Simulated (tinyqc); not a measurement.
# Worked calculation: rectangular fin or nanosheet with a gate all round, subbands and threshold shift from confinement

tinyqc, about 0.2 s, one thread, Intel Xeon 2.30GHz (shared host): `OMP_NUM_THREADS=1 python tinyqc.py 2350082 2350083 out.jsonl` Printed values are rounded.

Undoped body with a flat potential across it, hard walls, transport along x. Three valley pairs (g = 2 each) with the longitudinal mass along x, y or z. Non-parabolicity enters the subband edges through E (1 + al E) = gamma, so E = 2 gamma/(1 + sqrt(1 + 4 al gamma)); motion within a subband is taken as parabolic with the band-edge mass. Energies are counted from the bulk band edge.

Parameters, values chosen for the exercise; masses close to those of silicon:

| symbol | value | unit | meaning |
|---|---|---|---|
| T | 300 | K | temperature |
| ml | 0.932 | m0 | longitudinal mass |
| mt | 0.192 | m0 | transverse mass |
| al | 0 | 1/eV | non-parabolicity |
| t | 5.1 | nm | width (along y) |
| dl | 0.3 | nm | widening of the box by penetration into the insulator |
| H | 7.6 | nm | height (along z) |

Constants: q = 1.602176634e-19 C, kB = 1.380649e-23 J/K, hbar = 1.054571817e-34 J s, m0 = 9.1093837015e-31 kg, Vt = kB T/q, hbar^2/(2 m0) = 0.0380998212 eV nm^2. Results are converted to the units shown.

## Lowest subbands

gamma = C pi^2 [a^2/(my (t + dl)^2) + b^2/(mz (H + dl)^2)], C = hbar^2/(2 m0). List the 6 lowest, labelled by valley axis and quantum numbers, with degeneracy g and N_k: N_k = g sqrt(2 mx m0 kB T/(pi hbar^2)).

```
subband    E_k (eV)  g  N_k (cm^-1)
y1,1     0.04521731  2   4.072783e6
z1,1     0.07362836  2   4.072783e6
y2,1     0.08672614  2   4.072783e6
z1,2     0.09302265  2   4.072783e6
x1,1     0.09854463  2   8.973226e6
z1,3      0.1253465  2   4.072783e6
```

## Threshold shift

Each subband has N_k = g sqrt(2 mx m0 kB T/(pi hbar^2)); without degeneracy n = exp(EF/Vt) sum N_k exp(-E_k/Vt). Classical value Nc times t H, Nc = sum over valleys of 2 g (m m0 kB T/(2 pi hbar^2))^1.5 with m = (mx my mz)^(1/3). Threshold shift dVT = Vt ln(classical value/sum N_k exp(-E_k/Vt)). Use the subbands listed.

shares, subband y1,1 to z1,3 (%): 49.59259  16.52465  9.95633  7.80409  13.88720  2.23515
sum N_k exp(-E_k/Vt) = 1.428424e6 cm^-1
Nc = 2.790824e19 cm^-3
classical value = 1.081723e7 cm^-1
dVT = 52.33916 mV

With all subbands dVT = 51.55 mV. The lowest edge lies at 45.2 meV; dVT is larger than that, since sum N_k exp(-(E_k - E_1)/Vt) falls short of the classical value.
